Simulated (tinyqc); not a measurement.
# p-n diode with diffusion and depletion-layer recombination, step by step

Program tinyqc, `OMP_NUM_THREADS=1 python tinyqc.py 2260104 2260105 out.jsonl`; Intel Xeon 2.30GHz, shared host, one thread, about 0.01 s. Printed values are rounded.

Abrupt junction in the depletion approximation, low injection, full ionisation, neutral widths fixed, ohmic contact on the p side. Vj is the junction voltage; where a series resistance Rs is given, V = Vj + J Rs is the terminal voltage.

Parameters, values chosen for the exercise; band and dielectric values close to those of gallium arsenide:
- T = 250 K (temperature)
- Eg = 1.4 eV (band gap)
- eps_r = 13 (relative permittivity)
- Nc = 3.3e17 cm^-3 (conduction-band density of states at T)
- Nv = 6.78e18 cm^-3 (valence-band density of states at T)
- Na = 5.2e17 cm^-3 (acceptor density)
- Nd = 2e15 cm^-3 (donor density)
- mun = 2300 cm^2/(V s) (electron mobility in the p side)
- mup = 380 cm^2/(V s) (hole mobility in the n side)
- tn = 1e-7 s (electron lifetime)
- tp = 1e-8 s (hole lifetime)
- wp = 11 um (neutral width of the p side)
- wn = 25 um (neutral width of the n side)
- Sp = 30000 cm/s (recombination velocity at the n contact)
- Rs = 0.00027 ohm cm^2 (series resistance)
- Et = 0 eV (trap level above the intrinsic level)
- Vj = 0.56 V (junction voltage at which recombination is evaluated)
- V = 1.32 V (terminal voltage)

Constants: q = 1.602176634e-19 C, kB = 1.380649e-23 J/K, Vt = kB T/q, eps0 = 8.8541878128e-14 F/cm where lengths are in cm. Results are converted to the units shown.

Range of the model: At the terminal voltage used the injected minority density exceeds a tenth of the lighter doping, so the low-injection formulas overstate the current.

## Diffusion lengths and saturation currents

ni = sqrt(Nc Nv) exp(-Eg/(2 Vt)), Eg in volts; D = mu Vt; Ln = sqrt(Dn tn), Lp = sqrt(Dp tp); J0n = q ni^2 Dn coth(wp/Ln)/(Ln Na); J0p = (q ni^2 Dp/(Lp Nd)) (s + tanh(wn/Lp))/(1 + s tanh(wn/Lp)), s = Sp Lp/Dp.

ni = 11574.3 cm^-3
Ln = 22.2598 um
Lp = 2.86120 um
J0n = 2.00820e-24 A/cm^2
J0p = 3.07054e-22 A/cm^2

wp/Ln = 0.49 and wn/Lp = 8.7; holes carry 99.4 % of the diffusion current.

## Recombination in the depleted layer

ni = sqrt(Nc Nv) exp(-Eg/(2 Vt)), Eg in volts. Vbi = Vt ln(Na Nd/ni^2), W = sqrt(2 eps0 eps_r (Vbi - Vj)(1/Na + 1/Nd)/q), xp = W Nd/(Na + Nd), xn = W Na/(Na + Nd); u(x) = q Na (x + xp)^2/(2 eps0 eps_r) for x < 0 and Vbi - Vj - q Nd (xn - x)^2/(2 eps0 eps_r) for x > 0; p = Na exp(-u/Vt), n = Nd exp((u - Vbi + Vj)/Vt); U = ni^2 (exp(Vj/Vt) - 1)/(tp (n + ni exp(Et/Vt)) + tn (p + ni exp(-Et/Vt))); J_scr = q times the integral of U from -xp to xn. Trapezoid rule on 16 equal steps.

W = 697.547 nm

```
point   x (nm)     u (V)   n (cm^-3)   p (cm^-3)  U (cm^-3 s^-1)
0       -2.673  0.000000     50.1286      5.2e17       5.01286e8
1       40.924  0.079419     2000.31  1.30314e16      2.00031e10
2       84.521  0.156141     70429.7  3.70112e14      7.04297e11
3      128.117  0.227573   1.93976e6  1.34382e13      1.93976e13
4      171.714  0.293713   4.17901e7  6.23757e11      4.17898e14
5      215.311  0.354562   7.04261e8  3.70131e10      7.02923e15
6      258.907  0.410119   9.28383e9   2.80777e9      6.97690e16
7      302.504  0.460386  9.57314e10   2.72292e8      2.64761e16
8      346.101  0.505361  7.72176e11   3.37577e7      3.37429e15
9      389.697  0.545045  4.87205e12   5.35029e6      5.35023e14
10     433.294  0.579438  2.40459e13   1.08405e6      1.08405e14
11     476.891  0.608540  9.28334e13   2.80792e5      2.80792e13
12     520.487  0.632350  2.80351e14     92979.5      9.29795e12
13     564.084  0.650869  6.62266e14     39360.1      3.93601e12
14     607.681  0.664097  1.22376e15     21300.6      2.13006e12
15     651.277  0.672034  1.76887e15     14736.4      1.47364e12
16     694.874  0.674680        2e15     13033.4      1.30334e12
```

J_scr = 7.52808e-8 A/cm^2

With 2000 steps J_scr = 7.435e-8 A/cm^2; the coarse value is 1.3 % above it. U is largest at x = 259 nm among these points; the peak lies where tp n = tn p. On the fine grid U peaks at 8.072e16 cm^-3 s^-1, and J_scr/(q U_max) is 8.24 % of W, the effective width of the recombining zone.

## Starting value

Vj = V/2.

Vj at the start = 0.66 V

## Iteration 1: new Vj

J0 = J0n + J0p = 3.09062e-22 A/cm^2

Diffusion current alone: J = J0 (exp(Vj/Vt) - 1), g = Vj + J Rs - V, g' = 1 + Rs J0 exp(Vj/Vt)/Vt, Vj(new) = Vj - g/g'.

J = 6.23821e-9 A/cm^2
g = -0.66 V
g' = 1.00000
Vj after iteration 1 = 1.32000 V

## Iteration 2: new Vj

As before.

J = 1.25914e5 A/cm^2
g = 33.9968 V
g' = 1579.07
Vj after iteration 2 = 1.29847 V

## Iteration 3: new Vj

As before.

J = 46350.6 A/cm^2
g = 12.4931 V
g' = 581.906
Vj after iteration 3 = 1.27700 V

## Course of the iteration

Stop when the step is below 1e-10 V, or after 80 iterations.

Course of the iteration:
```
iteration  Vj before the step (V)   step (V)
1                            0.66      0.660
2                         1.32000    -0.0215
3                         1.29847    -0.0215
4                         1.27700    -0.0212
5                         1.25576    -0.0205
6                         1.23527    -0.0182
7                         1.21706    -0.0128
8                         1.20424   -5.04e-3
9                         1.19920   -5.88e-4
10                        1.19861   -6.95e-6
11                        1.19860  -9.52e-10
12                        1.19860          0
```

Converged in 12 iterations. In 3 iterations the step is within 3 % of -Vt = -21.5 mV: far above the solution the exponential dominates and a Newton step lowers its exponent by one.
